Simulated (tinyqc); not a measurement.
CIS on RHF in the sto-6g basis, for H3+, spin multiplicity 1, step by step. Computed by tinyqc, a small Python program that keeps every step (integrals from PySCF). Settings: charge = 1, multiplicity = 1, basis = sto-6g, method = RHF, energy threshold = 1e-10, iteration cap = 62, orthogonalisation = symmetric, start = atomic densities, DIIS depth = 6. Command: `OMP_NUM_THREADS=1 python tinyqc.py 30996 30997 out.jsonl` (the two numbers bound the seeds that draw the settings). One thread of a shared host (Intel(R) Xeon(R) Processor @ 2.60GHz), about 0.04 s of CPU time with the checks. The early iterations of the SCF are left out here.

## One-electron integrals

Geometry (angstrom):

| atom | x | y | z |
|---|---|---|---|
| H | 0.0000 | 0.0000 | 0.0000 |
| H | 0.0000 | 0.0000 | 1.0550 |
| H | 0.0000 | 0.9130 | 0.5270 |

Basis sto-6g: exponents (1/bohr^2) and contraction coefficients of normalised primitives:

| element | l (shell) | exponent | coefficient |
|---|---|---|---|
| H | s (1) | 35.5232 | 0.0092 |
| H | s (1) | 6.5131 | 0.0494 |
| H | s (1) | 1.8221 | 0.1685 |
| H | s (1) | 0.6260 | 0.3706 |
| H | s (1) | 0.2431 | 0.4165 |
| H | s (1) | 0.1001 | 0.1303 |

Overlap, kinetic and nuclear-attraction integrals over the contracted functions; the nuclear repulsion is the sum of Za Zb / Rab.

nuclear repulsion = 1.505310 hartree

overlap S, lower triangle:
```
        1H 1s   2H 1s   3H 1s
1H 1s  1.0000
2H 1s  0.4650  1.0000
3H 1s  0.4655  0.4652  1.0000
```

kinetic energy T (hartree), lower triangle:
```
        1H 1s   2H 1s   3H 1s
1H 1s  0.7685
2H 1s  0.0931  0.7685
3H 1s  0.0934  0.0932  0.7685
```

nuclear attraction V (hartree), lower triangle:
```
         1H 1s    2H 1s    3H 1s
1H 1s  -2.2183
2H 1s  -0.9727  -2.2181
3H 1s  -0.9738  -0.9731  -2.2184
```

core Hamiltonian H = T + V (hartree), lower triangle:
```
         1H 1s    2H 1s    3H 1s
1H 1s  -1.4497
2H 1s  -0.8796  -1.4495
3H 1s  -0.8804  -0.8799  -1.4499
```

## Two-electron integrals

Functions are numbered as in S; the eight-fold symmetry (ij|kl) = (ji|kl) = (kl|ij) leaves the list below.

Two-electron integrals (ij|kl) in chemists' order, unique and non-zero (hartree):
```
(11|11) 0.7750   (21|11) 0.2849   (21|21) 0.1365   (22|11) 0.4605
(22|21) 0.2849   (22|22) 0.7750   (31|11) 0.2852   (31|21) 0.1223
(31|22) 0.2254   (31|31) 0.1368   (32|11) 0.2253   (32|21) 0.1222
(32|22) 0.2850   (32|31) 0.1223   (32|32) 0.1366   (33|11) 0.4607
(33|21) 0.2252   (33|22) 0.4606   (33|31) 0.2852   (33|32) 0.2850
(33|33) 0.7750
```

## Orthogonalisation

S = U s U^T; symmetric (Loewdin) form X = U s^(-1/2) U^T, so that X^T S X = 1.

eigenvalues of S: 0.5345  0.5350  1.9304

X, lower triangle:
```
         1H 1s    2H 1s   3H 1s
1H 1s   1.1516
2H 1s  -0.2157   1.1514
3H 1s  -0.2162  -0.2159  1.1517
```

## Iteration 5 (converged): orbitals

converged F (hartree), lower triangle:
```
         1H 1s    2H 1s    3H 1s
1H 1s  -0.7347
2H 1s  -0.6845  -0.7345
3H 1s  -0.6850  -0.6847  -0.7349
```

Diagonalise F' = X^T F X, C = X C', fill 1 alpha and 1 beta electrons from the bottom; D = 2 C_occ C_occ^T. Each column has its largest component positive (the first on a tie).

F' = X^T F X (hartree), lower triangle:
```
         1        2        3
1  -0.4257
2  -0.3319  -0.4257
3  -0.3324  -0.3321  -0.4256
```

orbital energies (hartree): MO1 -1.0900, MO2 -0.0938, MO3 -0.0932

coefficients C:
```
          MO1      MO2      MO3
1H 1s  0.4156  -0.7373  -0.8385
2H 1s  0.4154   1.0945  -0.2198
3H 1s  0.4157  -0.3569   1.0581
```

D after iteration 5, lower triangle:
```
        1H 1s   2H 1s   3H 1s
1H 1s  0.3454
2H 1s  0.3452  0.3451
3H 1s  0.3455  0.3453  0.3455
```

## Convergence

Stop when the energy changes by less than 1e-10 hartree and every element of the error matrix X^T (F D S - S D F) X is below 3e-06.

Course of the cycle:

| iteration | E (hartree) | change | largest element of the error matrix |
|---|---|---|---|
| 1 | -0.691541 | - | 8.19e-05 |
| 2 | -1.247284 | -5.56e-01 | 3.52e-05 |
| 3 | -1.247284 | -9.48e-10 | 1.24e-05 |
| 4 | -1.247284 | -1.34e-10 | 1.55e-07 |
| 5 | -1.247284 | -1.91e-14 | 6.95e-08 |

PySCF RHF in the same basis = -1.247284 hartree

Converged in 5 iterations.

## Integrals over molecular orbitals

(pq|rs) = sum C_ip C_jq C_kr C_ls (ij|kl), one index at a time.

one-electron integrals over orbitals h = C^T H C (hartree), lower triangle:
```
         1        2        3
1  -1.6626
2   0.0001  -1.0656
3  -0.0001   0.0000  -1.0652
```

Two-electron integrals over orbitals (pq|rs), unique and non-zero (hartree):
```
(11|11) 0.5727      (21|11) -7.75e-05   (21|21) 0.1447      (22|11) 0.5583
(22|21) 0.0812      (22|22) 0.6448      (31|11) 5.24e-05    (31|21) 1.26e-08
(31|22) -0.0548     (31|31) 0.1447      (32|11) 2.11e-08    (32|21) -0.0549
(32|22) -4.90e-05   (32|31) -0.0812     (32|32) 0.0775      (33|11) 0.5584
(33|21) -0.0813     (33|22) 0.4898      (33|31) 0.0549      (33|32) 4.90e-05
(33|33) 0.6448
```

## CIS matrix, singlets

A(ia,jb) = (e_a - e_i) d_ij d_ab + 2 (ia|jb) - (ij|ab).

CIS matrix A, singlet (hartree):
```
        1>2     1>3
1>2  0.7273  0.0000
1>3  0.0000  0.7278
```

## CIS singlet states

dipole integrals <i|r|a> (bohr):
```
          x        y       z
1>2  0.0000  -0.3155  0.9354
1>3  0.0000   0.9351  0.3154
```

Diagonalise A (1 hartree = 27.211386 eV); each vector has its largest component positive (the first on a tie). The transition dipole is mu = sqrt2 sum c_ia <i|r|a>.

singlet excitation energies (eV): 19.7903  19.8048

lowest vectors:
```
     state 1  state 2
1>2   1.0000   0.0000
1>3   0.0000   1.0000
```

oscillator strengths 2/3 w |mu|^2: 0.9451  0.9451

## CIS matrix, triplets

A(ia,jb) = (e_a - e_i) d_ij d_ab - (ij|ab).

CIS matrix A, triplet (hartree):
```
        1>2     1>3
1>2  0.4379  0.0000
1>3  0.0000  0.4384
```

## CIS triplet states

Diagonalise A (1 hartree = 27.211386 eV); each vector has its largest component positive (the first on a tie).

triplet excitation energies (eV): 11.9150  11.9291

lowest vectors:
```
     state 1  state 2
1>2   1.0000   0.0000
1>3   0.0000   1.0000
```
